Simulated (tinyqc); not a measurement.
# Threshold of a short bulk MOSFET: charge sharing, barrier lowering, narrow width: what changes with what

n-channel device on a p-type body, depletion approximation, full ionisation. Uniform doping N = Na. Vbi from Boltzmann statistics is rough for the degenerate source. Cox = eps0 eox/tox.

Parameters, values chosen for the exercise; band and dielectric values close to those of silicon: temperature T = 300 K; band gap Eg = 1.12 eV; relative permittivity eps_r = 11.7; conduction-band density of states at T Nc = 2.84e19 cm^-3; valence-band density of states at T Nv = 2.65e19 cm^-3; relative permittivity of the gate insulator (close to silicon dioxide) eox = 3.9; insulator thickness tox = 1.4 nm; channel doping Na = 1.4e18 cm^-3; source and drain doping Nsd = 1e20 cm^-3; flat-band voltage for the doping Na Vfb = -0.77 V; junction depth xj = 95 nm; body-source voltage Vbs = 0 V; drain-source voltage Vds = 0.5 V; gate width W = 120 nm; shape factor of the fringing depletion at the width edges xw = 1.5708; channel length L = 66 nm.

Constants: q = 1.602176634e-19 C, kB = 1.380649e-23 J/K, Vt = kB T/q, eps0 = 8.8541878128e-14 F/cm where lengths are in cm. Results are converted to the units shown.

Each table varies one quantity; the others keep the values above.

## Threshold roll-off against channel length

ni = sqrt(Nc Nv) exp(-Eg/(2 Vt)), Eg in volts; 2 pB = 2 Vt ln(N/ni); flat band Vfb - Vt ln(N/Na); Wd = sqrt(2 eps0 eps_r (2 pB - Vbs)/(q N)); body term q N Wd/Cox; long-channel VT0 = flat band + 2 pB + body term; Vbi = Vt ln(N Nsd/ni^2); scale length l = sqrt((eps_r/eox) tox Wd). Charge sharing (trapezoid; it ignores Vds): F = (xj/L)(sqrt(1 + 2 Wd/xj) - 1), lowering = body term times F. Barrier lowering: th = exp(-L/(2 l)) + 2 exp(-L/l), lowering = th [2 (Vbi - 2 pB) + Vds], DIBL = th. Narrow width: rise = body term times xw Wd/W. VT by each model = VT0 - lowering + rise. DIBL under 0.001 mV/V is printed as 0.

The same in every row: N (cm^-3) = 1.400e18; VT0 (V) = 0.4678.

Threshold roll-off against channel length:
```
L (nm)    L/l        F  DIBL (mV/V)  VT, charge sharing (V)  VT, barrier lowering (V)
36      3.214   0.7291        280.9                  0.3760                    0.3716
51      4.553   0.5147        123.7                  0.4343                    0.4849
74      6.606   0.3547        39.47                  0.4777                    0.5456
110     9.820   0.2386        7.480                  0.5092                    0.5687
150     13.39   0.1750        1.239                  0.5265                    0.5732
220     19.64   0.1193      0.05434                  0.5417                    0.5740
320     28.57  0.08202            0                  0.5518                    0.5741
470     41.96  0.05585            0                  0.5589                    0.5741
670     59.81  0.03918            0                  0.5634                    0.5741
```

What does the table show?

VT by barrier lowering rises from 0.372 to 0.574 V and VT by charge sharing rises from 0.376 to 0.563 V. DIBL is under 100 mV/V from L = 74 nm on among the rows (th = 0.1 at L/l = 4.92). For L = 36, 51 F exceeds 0.5: the shares of source and drain overlap, and the trapezoid formula no longer holds. For L = 36 DIBL exceeds 250 mV/V, where the barrier formula is rough.

## Effect of the channel doping

Same model as above.

Vfb is held fixed.

Effect of the channel doping:
```
Na (cm^-3)  N (cm^-3)  VT0 (V)     L/l        F  DIBL (mV/V)  VT, charge sharing (V)  VT, barrier lowering (V)
9.6e17      9.6000e17  0.39934  5.3892  0.46572       76.700                 0.39972                   0.44666
1.5e18      1.5000e18  0.48146  5.9892  0.38626       55.069                 0.47926                   0.54859
2.2e18      2.2000e18  0.56419  6.5577  0.32804       40.509                 0.55993                   0.64474
3.3e18      3.3000e18  0.66706  7.2194  0.27520       28.525                 0.66078                   0.75887
5e18        5.0000e18  0.79259  7.9676  0.22927       19.307                 0.78441                   0.89342
```

As Na goes from 9.6e17 to 5e18, VT0 rises from 0.399 to 0.793 V, DIBL falls from 76.7 to 19.3 mV/V, F falls from 0.466 to 0.229 and VT by barrier lowering rises from 0.447 to 0.893 V. For Na = 3.3e18, 5e18 the mean doping exceeds 3e18 cm^-3, where junction tunnelling and confinement, left out, matter.

Computed by the program tinyqc: `OMP_NUM_THREADS=1 python tinyqc.py 2002090 2002091 out.jsonl`, one thread of a shared Intel Xeon 2.30GHz, about 0.01 s for the whole run.
